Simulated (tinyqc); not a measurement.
# Band bending at a free surface with one surface level, surface photovoltage and Kelvin probe: Kelvin-probe contrast of the doping

n-type bulk, xi = Ec - EF = Vt ln(Nc/Nd), p0 = ni^2/Nd, ni = sqrt(Nc Nv) exp(-Eg/(2 Vt)), Eg in volts. b is the upward band bending, u = b/Vt. Space charge per area, in units of q: Qc = sign(b) sqrt((2 eps0 eps_r Vt/q) [(Nd + dn)(exp(-u) - 1) + Nd u + (p0 + dn)(exp(u) - 1)]), with dn the excess density under light (flat quasi-Fermi levels; 0 in the dark). The level holds -Ns f, f = 1/(1 + exp((xi + b - Es)/Vt)). Neutrality: Qc + Qf + (charge of the states) = 0.

Work function chi + xi + b; contact potential difference CPD = (work function of the sample) - pt. b solves the neutrality condition in the dark.

Parameters, values chosen for the exercise; band and dielectric values close to those of 4H silicon carbide:
- T = 300 K (temperature)
- Eg = 3.23 eV (band gap)
- eps_r = 9.84 (relative permittivity)
- Nc = 1.69e19 cm^-3 (conduction-band density of states at T)
- Nv = 2.54e19 cm^-3 (valence-band density of states at T)
- chi = 3.59 eV (electron affinity)
- Qf = 8.8e10 cm^-2 (fixed positive charge at the surface)
- pt = 4.38 eV (work function of the probe tip)
- Ns = 2.6e12 cm^-2 (density of an acceptor-like surface level)
- Es = 0.89 eV (its depth below the conduction edge)

Constants: q = 1.602176634e-19 C, kB = 1.380649e-23 J/K, Vt = kB T/q, eps0 = 8.8541878128e-14 F/cm where lengths are in cm. Results are converted to the units shown.

Result of one run:

| Nd (cm^-3) | xi (eV) | b (V) | CPD (mV) |
|---|---|---|---|
| 1e17 | 0.1326 | 0.7701 | 112.7 |

What becomes of these results when the donor density Nd is changed from 1e17 to 1.6e18 cm^-3, all else the same?

Result of the changed run:

| Nd (cm^-3) | xi (eV) | b (V) | CPD (mV) |
|---|---|---|---|
| 1.6e18 | 0.06094 | 0.3885 | -340.6 |

The whole series:

| Nd (cm^-3) | xi (eV) | b (V) | CPD (mV) |
|---|---|---|---|
| 9.5e13 | 0.3125 | 0.6573 | 179.8 |
| 3.8e14 | 0.2767 | 0.6874 | 174.0 |
| 1.5e15 | 0.2412 | 0.7139 | 165.1 |
| 6.2e15 | 0.2045 | 0.7375 | 152.0 |
| 2.5e16 | 0.1685 | 0.7565 | 135.0 |
| 1e17 | 0.1326 | 0.7701 | 112.7 |
| 4e17 | 0.09678 | 0.7682 | 74.94 |
| 1.6e18 | 0.06094 | 0.3885 | -340.6 |

xi falls by 252 mV over the table and the CPD by 520 mV; b goes from 0.657 through a maximum of 0.770 (at Nd = 1e17 cm^-3 among the rows listed) to 0.388 V. Between the first two rows the CPD follows 16.0 % of the change of xi, and between the last two 1160 %. It is below 100 % where b rises with the doping (pinning hides it). It exceeds 100 % where b falls as the doping rises.

Computed by the program tinyqc: `OMP_NUM_THREADS=1 python tinyqc.py 2430066 2430067 out.jsonl`, one thread of a shared Intel Xeon 2.30GHz, about 0.01 s for the whole run.
